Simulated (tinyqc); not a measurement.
Worked calculation: inversion-layer mobility, back-scattering and ballistic limit of a field-effect transistor. Computed by tinyqc, a small Python program that keeps every step. Command: `OMP_NUM_THREADS=1 python tinyqc.py 3020715 3020716 out.jsonl mos walk`. One thread of a shared host (Intel(R) Xeon(R) Processor @ 2.30GHz), about 0.01 s of CPU time with the checks. Intermediate numbers are printed to about 6 digits and carried at full precision; extremes and crossings named in words are read from the listed rows.

The charge at the top of the source barrier is fixed by the gate; series resistance and short-channel effects are left out. F_j are Fermi integrals normalised to exp(eta) in the classical limit.

Inputs (values chosen for the exercise, modelled on a silicon p-channel):

| quantity | value | unit |
|---|---|---|
| transport mass m | 0.31 | m_0 |
| valley degeneracy g_v | 1 | - |
| weight w of the inversion charge | 0.333 | - |
| permittivity eps | 11.7 | - |
| phonon mobility at 1 MV/cm and 300 K, mu_ph | 100 | cm^2/(V s) |
| roughness mobility at 1 MV/cm, mu_sr | 160 | cm^2/(V s) |
| Coulomb mobility at N_inv = 1e12/cm^2, mu_C | 370 | cm^2/(V s) |
| electrical oxide thickness t_inv | 5.5 | nm |
| depletion charge N_dep | 8.8e+11 | 1/cm^2 |
| gate overdrive V_G - V_T | 0.083 | V |
| drain voltage V_D | 0.97 | V |
| channel length L | 15 | nm |
| exponent a of the critical length | 0.68 | - |
| temperature T | 300 | K |

Statistics at the top of the barrier: non-degenerate.

Constants: eps_0 = 8.8541878128e-12 F/m; e = 1.602176634e-19 C; m_0 = 9.1093837015e-31 kg; k_B = 1.380649e-23 J/K; hbar = 1.054571817e-34 J s; k_B = 8.617333262e-05 eV/K.

## Charge and field

N_inv = 3.9 eps_0 (V_G - V_T)/(e t_inv); effective field E_eff = e (N_dep + w N_inv)/(eps eps_0).

inversion density N_inv = 3.25251e+11 1/cm^2

effective field E_eff = 0.152851 MV/cm

## Effective mobility

mu_phonon = mu_ph (E_eff/1 MV/cm)^(-0.3) (T/300 K)^(-1.75); mu_rough = mu_sr (E_eff/1 MV/cm)^(-2); mu_Coulomb = mu_C (N_inv/1e12 cm^-2) (T/300 K); Matthiessen's rule adds 1/mu.

phonon part = 175.679 cm^2/(V s)

roughness part = 6848.31 cm^2/(V s)

Coulomb part = 120.343 cm^2/(V s)

effective mobility mu = 70.6823 cm^2/(V s)

The Coulomb part is the lowest and holds 59 % of 1/mu.

## Ballistic limit

Non-degenerate: every F_j(eta) is replaced by exp(eta). Ballistic channel: N_2D = g_v m k_B T/(pi hbar^2), U = e V_D/(k_B T); eta_F solves N_inv = (N_2D/2)[F_0(eta_F) + F_0(eta_F - U)]; v_T = sqrt(2 k_B T/(pi m)); I/W = e (N_2D/2) v_T [F_1/2(eta_F) - F_1/2(eta_F - U)]; injection velocity v_T F_1/2(eta_F)/F_0(eta_F).

N_2D = 3.34775e+12 1/cm^2

eta_F = -1.63830

thermal velocity v_T = 0.966311 1e7 cm/s

injection velocity = 0.966311 1e7 cm/s

ballistic current I/W = 50.3554 microampere/micrometre

## Back-scattering

Mean free path lambda = (2 k_B T/e)(mu/v_T) F_0(eta_0)/F_-1/2(eta_0), with eta_0 from N_inv = N_2D F_0(eta_0); critical length l = L (1 + U)^(-a), an empirical rule; back-scattering r = l/(l + lambda). Then eta solves N_inv = (N_2D/2)[(1 + r) F_0(eta) + (1 - r) F_0(eta - U)] and I/W = e (N_2D/2) v_T (1 - r)[F_1/2(eta) - F_1/2(eta - U)]. Ballistic ratio: I over the ballistic current. Apparent mobility 1/(1/mu + 1/mu_B), mu_B = mu L/lambda.

eta_0 = -2.33145

mean free path lambda = 3.78197 nm

critical length l = 1.25261 nm

back-scattering coefficient r = 0.248801

current I/W = 30.2906 microampere/micrometre

ballistic ratio = 0.601536

apparent low-field mobility = 56.4496 cm^2/(V s)

L/lambda = 3.97, but at this drain voltage only the first 1.25 nm can return a carrier to the source, so the device works at 60 % of its ballistic limit. Caution: the current exceeds the long-channel drift law, so the empirical rule for l, meant for short channels, is too generous here.

## Channel length

The last column is the long-channel law e N_inv mu V/L with V = V_D - V_D^2/(2 V_ov) below pinch-off and V_ov/2 above, V_ov = V_G - V_T.

Currents (microampere/micrometre):

| L (nm) | r | I/W | ballistic ratio | long-channel law |
|---|---|---|---|---|
| 5 | 0.099425 | 41.2477 | 0.819133 | 30.5715 |
| 10 | 0.180867 | 34.9300 | 0.693670 | 15.2858 |
| 20 | 0.306330 | 26.7391 | 0.531007 | 7.6429 |
| 40 | 0.468993 | 18.2023 | 0.361477 | 3.8214 |
| 80 | 0.638523 | 11.1090 | 0.220611 | 1.9107 |
| 160 | 0.779389 | 6.2431 | 0.123982 | 0.9554 |
| 400 | 0.898293 | 2.6980 | 0.053578 | 0.3821 |
| 1000 | 0.956673 | 1.1150 | 0.022143 | 0.1529 |

The current scales as L^-0.96 at the long end and as L^-0.24 at the short end, where it reaches 82 % of the ballistic 50.4. At 1000 nm the model gives 7.29 times the long-channel law; the rule for l is a fit for short devices and fails wherever the model exceeds that law. Raising mu by 10 % at 20 nm raises I by 4.5 %.

## The mobility curve

The formulas are those given above.

Mobilities (cm^2/(V s)):

| V_G - V_T (V) | N_inv (1/cm^2) | E_eff (MV/cm) | phonon | roughness | Coulomb | total |
|---|---|---|---|---|---|---|
| 0.03 | 1.17561e+11 | 0.142155 | 179.544 | 7917.68 | 43.50 | 34.860 |
| 0.06 | 2.35121e+11 | 0.148209 | 177.312 | 7284.00 | 86.99 | 57.897 |
| 0.12 | 4.70242e+11 | 0.160318 | 173.183 | 6225.21 | 173.99 | 85.599 |
| 0.20 | 7.83737e+11 | 0.176464 | 168.269 | 5138.18 | 289.98 | 104.319 |
| 0.35 | 1.37154e+12 | 0.206736 | 160.463 | 3743.57 | 507.47 | 118.069 |
| 0.50 | 1.95934e+12 | 0.237009 | 154.018 | 2848.33 | 724.96 | 121.607 |
| 0.75 | 2.93901e+12 | 0.287464 | 145.353 | 1936.22 | 1087.43 | 120.252 |
| 1.00 | 3.91868e+12 | 0.337918 | 138.470 | 1401.19 | 1449.91 | 115.940 |
| 1.50 | 5.87803e+12 | 0.438827 | 128.030 | 830.87 | 2174.87 | 105.552 |

The lowest part is Coulomb from 0.0300 to 0.0600, phonon from 0.120 to 1.50 V. The total peaks at 122 near E_eff = 0.24 MV/cm: screening lifts it at low density and the field presses it down at high density.

Checks made by the program: long channel and small V_D against the drift formula e N mu V_D/L (relative difference 7e-05).
